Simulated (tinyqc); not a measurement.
# Atomic layer deposition: Langmuir saturation, growth per cycle and coating of deep features, step by step

A worked calculation. Computed by tinyqc, a small Python program that keeps every step. Command: `OMP_NUM_THREADS=1 python tinyqc.py 3021395 3021396 out.jsonl ald walk`. One thread of a shared host (Intel(R) Xeon(R) Processor @ 2.30GHz), about 0.01 s of CPU time with the checks. Intermediate numbers are printed to about 6 digits and carried at full precision; extremes and crossings named in words are read from the listed rows.

Precursor A sticks only on free sites, so a long enough pulse saturates; co-reactant B then frees the sites again.

Inputs (values chosen for the exercise, modelled on titanium nitride from the chloride and ammonia):

| quantity | value | unit |
|---|---|---|
| precursor mass M | 190 | u |
| site density q | 2.1 | 1/nm^2 |
| growth per cycle at saturation G | 0.34 | angstrom |
| sticking probability beta on free sites | 0.0013 | - |
| precursor pressure p | 2.5 | Pa |
| temperature T | 150 | C |
| pulse time t | 0.03 | s |
| co-reactant completion per pulse c_B | 0.99 | - |
| desorption energy E_d | 1.25 | eV |
| purge time t_p | 1.8 | s |
| aspect ratio a | 23 | - |

Feature: round hole.

Constants: u = 1.6605390666e-27 kg; k_B = 1.380649e-23 J/K; k_B = 8.617333262e-05 eV/K.

## Flux and saturation time

Wall flux F = p/sqrt(2 pi M k_B T); rate of filling k_a = beta F/q; desorption k_d = 1e13 exp(-E_d/(k_B T)) per second. 1/m^2 = 1e-18/nm^2. Temperatures in kelvin are T(C) + 273.15.

flux F = 23230.6 1/(nm^2 s)

k_a = 14.3808 1/s

k_d = 0.0129514 1/s

time to 99 % without desorption, ln(100)/k_a = 0.320230 s

## The first four cycles

One cycle from coverage th0: pulse A gives th1 = th_s + (th0 - th_s) exp(-(k_a + k_d) t), th_s = k_a/(k_a + k_d); the purge leaves th2 = th1 exp(-k_d t_p); pulse B converts c_B th2 into film and leaves th3 = (1 - c_B) th2. Growth = G c_B th2. Start from th0 = 0.

Cycles:

| cycle | th0 | th1 | th2 | th3 | growth (angstrom) |
|---|---|---|---|---|---|
| 1 | 0.00000000 | 0.350354 | 0.342281 | 0.00342281 | 0.115212 |
| 2 | 0.00342281 | 0.352577 | 0.344452 | 0.00344452 | 0.115943 |
| 3 | 0.00344452 | 0.352591 | 0.344466 | 0.00344466 | 0.115947 |
| 4 | 0.00344466 | 0.352591 | 0.344466 | 0.00344466 | 0.115947 |

## Steady growth per cycle

The periodic state has th0 = th3: th0 = (1 - c_B) e_p th_s (1 - e_a)/(1 - (1 - c_B) e_p e_a), with e_a = exp(-(k_a + k_d) t), e_p = exp(-k_d t_p). Share of impinging molecules used = q (th1 - th0)/(F t).

coverage after pulse A = 0.352591

growth per cycle = 0.115947 angstrom

share of impinging molecules used = 0.00105207

The pulse is 0.43 filling times long: not fully saturated, so thickness still depends somewhat on the local dose. Desorption in the purge removes 2.3 % of the layer: the temperature window closes from above.

## Exposure for a deep feature

Diffusion-limited filling (Gordon) of a round hole of diameter w: a saturation front at depth z needs dz/dt = D_K n/(z (4q/w)), with Knudsen D_K = w c/3 and F = n c/4; including the entrance and floor terms, t = (q/F)(1 + 19a/4 + 3a^2/2). Reaction-limited filling needs ln(100)/k_a at any depth, k_a = beta F/q. Flow is molecular. The front picture holds when the modulus a sqrt(beta) is well above 1. Depth reached by the given pulse: solve the same formula for a. Exposure = p x diffusion-limited time; 1 langmuir = 1.33322e-4 Pa s.

diffusion-limited time = 0.0816973 s

exposure = 1531.95 langmuir

modulus = 0.829277

aspect ratio reached by the front in time t = 13.3527

Diffusion needs 0.0817 s and reaction 0.320 s: the surface reaction limits, though depth still lags the mouth. Caution: the modulus is not well above 1 or the Gordon time is under three times ln(100)/k_a, so there is no sharp front: the Gordon time is only a lower bound and the reaction time must be met as well. Caution: the pulse is shorter than ln(100)/k_a, so even the open surface is not saturated and the depth reached has no meaning. Caution: the depth reached is formal here: it is under 2/sqrt(beta), so no sharp front has formed.

## Coverage along the feature as the dose grows

Continuum model with steady gas transport: d2n/dz2 = 3 beta (1 - th) n/d_h^2 (d_h the hydraulic diameter, n = 1 at the mouth, no flux at the floor, 60 cells), d th/dt = beta F n (1 - th)/q; no desorption. Times are multiples of the larger of the Gordon time and ln(100)/k_a.

Coverage:

| multiple | t (s) | top cell | quarter depth | half depth | three quarters | floor cell |
|---|---|---|---|---|---|---|
| 0.05 | 0.016011 | 0.204 | 0.158 | 0.127 | 0.108 | 0.102 |
| 0.10 | 0.032023 | 0.366 | 0.295 | 0.243 | 0.211 | 0.201 |
| 0.20 | 0.064046 | 0.599 | 0.513 | 0.444 | 0.399 | 0.384 |
| 0.40 | 0.128092 | 0.839 | 0.780 | 0.725 | 0.686 | 0.672 |
| 0.60 | 0.192138 | 0.936 | 0.906 | 0.876 | 0.854 | 0.846 |
| 0.80 | 0.256184 | 0.974 | 0.961 | 0.948 | 0.937 | 0.934 |
| 1.00 | 0.320230 | 0.990 | 0.984 | 0.979 | 0.974 | 0.973 |
| 1.30 | 0.416299 | 0.997 | 0.996 | 0.995 | 0.993 | 0.993 |

At a multiple of 0.2 the coverage is 0.60 at the top and 0.38 at the floor. The coverage falls gradually with depth, without a sharp front. In the last row the floor reaches 0.993.

Checks made by the program: periodic state against 400 explicit cycles (relative difference below 1e-10).
